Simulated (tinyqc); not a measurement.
Hueckel theory of the pi electrons with the omega technique, for the molecule BC(=O)C([CH2+])=CC=C (SMILES; centres numbered as the heavy atoms are written), step by step. One step of it, computed by the program tinyqc.

Question. Omega technique, round 1. h_r = h_r(0) + omega q_r, omega = 1.4, with q_r = z_r - P_rr; 0.3 of the old diagonal is kept.

Hueckel matrix in units of beta (H = alpha + beta A), lower triangle:
```
           1B        2C        3O        4C        5C        6C        7C        8C
1B  -1.000000
2C   0.700000  0.000000
3O   0.000000  1.000000  1.000000
4C   0.000000  1.000000  0.000000  0.000000
5C   0.000000  0.000000  0.000000  1.000000  0.000000
6C   0.000000  0.000000  0.000000  1.000000  0.000000  0.000000
7C   0.000000  0.000000  0.000000  0.000000  0.000000  1.000000  0.000000
8C   0.000000  0.000000  0.000000  0.000000  0.000000  0.000000  1.000000  0.000000
```

charge and bond-order matrix P, lower triangle:
```
           1B         2C         3O         4C         5C        6C        7C        8C
1B   0.039235
2C   0.163070   0.683757
3O   0.195182   0.790619   1.441810
4C   0.092914   0.434557  -0.104061   1.010398
5C   0.039257   0.188817  -0.292878   0.699955   0.549034
6C   0.008948   0.098802  -0.167245   0.518307   0.272547  0.635109
7C  -0.032701  -0.077231   0.035618  -0.003939  -0.181647  0.595538  1.001610
8C  -0.030309  -0.090014   0.125633  -0.181647  -0.276487  0.362562  0.777186  0.639048
```

Centres:
```
centre  z_r, pi electrons of the neutral centre          h
1B                                            0  -1.000000
2C                                            1   0.000000
3O                                            1   1.000000
4C                                            1   0.000000
5C                                            1   0.000000
6C                                            1   0.000000
7C                                            1   0.000000
8C                                            1   0.000000
```

Give: matrix after round 1.

Answer.

matrix after round 1, lower triangle:
```
         1B      2C      3O       4C      5C      6C       7C      8C
1B  -1.0384
2C   0.7000  0.3099
3O   0.0000  1.0000  0.5670
4C   0.0000  1.0000  0.0000  -0.0102
5C   0.0000  0.0000  0.0000   1.0000  0.4419
6C   0.0000  0.0000  0.0000   1.0000  0.0000  0.3576
7C   0.0000  0.0000  0.0000   0.0000  0.0000  1.0000  -0.0016
8C   0.0000  0.0000  0.0000   0.0000  0.0000  0.0000   1.0000  0.3537
```
